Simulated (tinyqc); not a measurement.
Strain-driven roughening and islands of a mismatched epitaxial film: one step, computed by the program tinyqc.

Film and substrate share isotropic elastic constants; the film is coherent and biaxially strained.

Question. Which shape at the volume V. Shallow faceted island (Tersoff form): E = 4 Gam V^(2/3) tan^(1/3)(theta) - 6 c V tan(theta), Gam = gamma [x/sin(theta) - 1/tan(theta)], x the facet energy over gamma, c = stress^2 (1 - nu)/(2 pi G). The two energies cross at V_x^(1/3) = 4 [Gam_2 t2^(1/3) - Gam_1 t1^(1/3)]/(6 c (t2 - t1)), t = tan(theta); mu = dE/dV.

Inputs (values chosen for the exercise, modelled on In(0.5)Ga(0.5)As on GaAs):
```
quantity                                     value     unit
shear modulus G                               38.6      GPa
Poisson ratio nu                               0.3        -
surface energy gamma                         0.772    J/m^2
contact angle of the shallow shape theta_1     9.6  degrees
contact angle of the steep shape theta_2      22.8  degrees
facet energy of shape 1 over gamma          0.9958        -
facet energy of shape 2 over gamma            1.04        -
island volume V                               5200     nm^3
```

stress = 5.204383 GPa

Gam of shape 2 = 0.2353496 J/m^2

Gam of shape 1 = 0.04538416 J/m^2

c = 0.07817526 GPa

Constants: e = 1.602176634e-19 C.

Give: E of shape 1; E of shape 2; crossing volume V_x; jump of mu at V_x, shape 2 less shape 1.

Answer.

E of shape 1 = -2387 eV

E of shape 2 = -5078 eV

crossing volume V_x = 135.2 nm^3

jump of mu at V_x, shape 2 less shape 1 = -39.28 MJ/m^3

At V the steep shape is lower. At V_x the chemical potential drops, so islands that have turned steep grow at the cost of the shallow ones. Caution: a critical volume below 1 nm^3 holds fewer than a hundred atoms, so a continuum barrier there has no physical meaning.
